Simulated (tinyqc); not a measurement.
Inside a calculation: three-band tight binding of a dichalcogenide monolayer. Values are carried at full precision from step to step, so a last printed digit may differ when a step is redone from the rounded ones.

Basis dz2, dxy, dx2-y2 on a triangular lattice, nearest neighbours; alpha = kx a/2, beta = sqrt3 ky a/2. h0 = e1 + 2 t0 (cos 2alpha + 2 cos alpha cos beta); h1 = -2 sqrt3 t2 sin alpha sin beta + 2i t1 (sin 2alpha + sin alpha cos beta); h2 = 2 t2 (cos 2alpha - cos alpha cos beta) + 2i sqrt3 t1 cos alpha sin beta; h11 = e2 + 2 t11 cos 2alpha + (t11 + 3 t22) cos alpha cos beta; h22 = e2 + 2 t22 cos 2alpha + (3 t11 + t22) cos alpha cos beta; h12 = sqrt3 (t22 - t11) sin alpha sin beta + 4i t12 sin alpha (cos alpha - cos beta) + i lam sz. H = [[h0, h1, h2], [., h11, h12], [., ., h22]], Hermitian; the lowest band of each spin is filled. K = (4 pi/3a, 0), M = (pi/a, pi/(sqrt3 a)).

Inputs chosen for the exercise (near a published set for monolayer WS2; the results hold for these values, not for the real material): a = 3.184 angstrom (lattice constant); e1 = 1.14 eV (level of dz2); e2 = 2.248 eV (level of dxy and dx2-y2); t0 = -0.201 eV (hopping); t1 = 0.569 eV (hopping); t2 = 0.539 eV (hopping); t11 = 0.279 eV (hopping); t12 = 0.383 eV (hopping); t22 = -0.061 eV (hopping); lam = 0.21 eV (spin-orbit constant); sz = -1 (spin); k = (0.94, 0.38) 1/angstrom (wave vector).

## H at one k

Form alpha, beta and the matrix.

alpha, beta (rad): 1.49648  1.04782

H (eV), lower triangle (Hermitian):
```
                    z2               xy   x2-y2
z2              1.5078
xy     -1.6131-0.7353i           1.6997
x2-y2  -1.1061-0.1268i  -0.5088+0.8596i  2.3974
```

## Levels and weights

Diagonalise H.

levels (eV): -0.7976  2.6825  3.7200

weights:
```
       band 1  band 2  band 3
z2      0.444   0.199   0.357
xy      0.390   0.251   0.360
x2-y2   0.166   0.551   0.283
```

## Closed forms at K and Gamma

Three-band model of dz2 (level e1) and dxy, dx2-y2 (level e2), spin sz = +/-1; t1 and t2 drop out at these points. At K: e2 - (3/2)(t11 + t22) - 3 sqrt3 t12 + lam sz (valence), e1 - 3 t0 (conduction), e2 - (3/2)(t11 + t22) + 3 sqrt3 t12 - lam sz. At Gamma: e1 + 6 t0 (valence) and e2 + 3 (t11 + t22) -/+ lam.

Levels (eV):
```
point          band 1  band 2  band 3
K, spin up     0.1409  1.7430  3.7011
K, spin down  -0.2791  1.7430  4.1211
Gamma         -0.0660  2.6920  3.1120
```

smallest direct gap at K = 1.6021 eV
Ev(K) - Ev(Gamma) = 0.2069 eV

Of the two points, the valence band is higher at K, by 207 meV. The dz2 conduction state at K has no atomic orbital angular momentum (Lz = 0) and is not split at this order.

## Bands for both spins

The two lowest bands at the points named.

Levels (eV):
```
k           v, up   c, up  v, down  c, down
G         -0.0660  2.6920  -0.0660   2.6920
G-K 0.25  -0.5550  2.7673  -0.5977   2.9064
G-K 0.5   -0.9215  2.9209  -1.0753   3.2024
G-K 0.6   -0.8556  3.0790  -1.0559   3.1956
G-K 0.75  -0.5191  2.7020  -0.7932   2.5829
G-K 0.9   -0.0261  1.9626  -0.3995   1.9200
K          0.1409  1.7430  -0.2791   1.7430
K-M 0.5   -0.3944  2.4880  -0.6449   2.3704
M         -0.7189  2.6936  -0.7189   2.6936
M-G 0.5   -0.9235  2.7817  -0.9235   2.7817
```

The spins are degenerate from M to Gamma, since a vertical mirror plane holds this line and flips sz, and the valence splitting is largest at K (420 meV). The lowest conduction level listed is at K. With nearest neighbours alone the model is made for the neighbourhood of K.

## Checks

- Closed forms at K against the matrix: they agree to 1e-10 or better.

Run: tinyqc, `OMP_NUM_THREADS=1 python tinyqc.py 1482692 1482693 out.jsonl`; Intel(R) Xeon(R) Processor @ 2.30GHz, one thread, shared host; about 0.01 s of CPU time with all checks.
